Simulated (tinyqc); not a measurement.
## Band bending at a free surface with one surface level, surface photovoltage and Kelvin probe: Kelvin-probe contrast of the doping

n-type bulk, xi = Ec - EF = Vt ln(Nc/Nd), p0 = ni^2/Nd, ni = sqrt(Nc Nv) exp(-Eg/(2 Vt)), Eg in volts. b is the upward band bending, u = b/Vt. Space charge per area, in units of q: Qc = sign(b) sqrt((2 eps0 eps_r Vt/q) [(Nd + dn)(exp(-u) - 1) + Nd u + (p0 + dn)(exp(u) - 1)]), with dn the excess density under light (flat quasi-Fermi levels; 0 in the dark). The level holds -Ns f, f = 1/(1 + exp((xi + b - Es)/Vt)). Neutrality: Qc + Qf + (charge of the states) = 0.

Work function chi + xi + b; contact potential difference CPD = (work function of the sample) - pt. b solves the neutrality condition in the dark.

Values chosen for this exercise; band and dielectric values close to those of silicon:
```
symbol    value   unit                                    meaning
T           300      K                                temperature
Eg          1.1     eV                                   band gap
eps_r      11.6                             relative permittivity
Nc      2.76e19  cm^-3     conduction-band density of states at T
Nv      2.66e19  cm^-3        valence-band density of states at T
chi        4.11     eV                          electron affinity
Qf            0  cm^-2       fixed positive charge at the surface
pt         5.27     eV             work function of the probe tip
Ns       1.4e12  cm^-2  density of an acceptor-like surface level
Es          0.4     eV        its depth below the conduction edge
```

Constants: q = 1.602176634e-19 C, kB = 1.380649e-23 J/K, Vt = kB T/q, eps0 = 8.8541878128e-14 F/cm where lengths are in cm. Results are converted to the units shown.

Result of one run:
```
xi (eV),b (V),CPD (mV)
0.06918,0.1059,-985.0
```

Which donor density Nd gave this result: 1.3e14, 6.6e14, 3.9e17 or 1.9e18 cm^-3?

Nd = 1.9e18 cm^-3.

The whole series:
```
Nd (cm^-3),xi (eV),b (V),CPD (mV)
1.3e14,0.3171,0.1968,-646.1
6.6e14,0.2751,0.2160,-668.9
3.3e15,0.2335,0.2346,-692.0
1.6e16,0.1927,0.2514,-715.9
7.9e16,0.1514,0.2645,-744.1
3.9e17,0.1101,0.2586,-791.3
1.9e18,0.06918,0.1059,-985.0
```

xi falls by 248 mV over the table and the CPD by 339 mV; b goes from 0.197 through a maximum of 0.264 (at Nd = 7.9e16 cm^-3 among the rows listed) to 0.106 V. Between the first two rows the CPD follows 54.3 % of the change of xi, and between the last two 473 %. It is below 100 % where b rises with the doping (pinning hides it). It exceeds 100 % where b falls as the doping rises.

Program tinyqc, `OMP_NUM_THREADS=1 python tinyqc.py 2430104 2430105 out.jsonl`; Intel Xeon 2.30GHz, shared host, one thread, about 0.01 s.
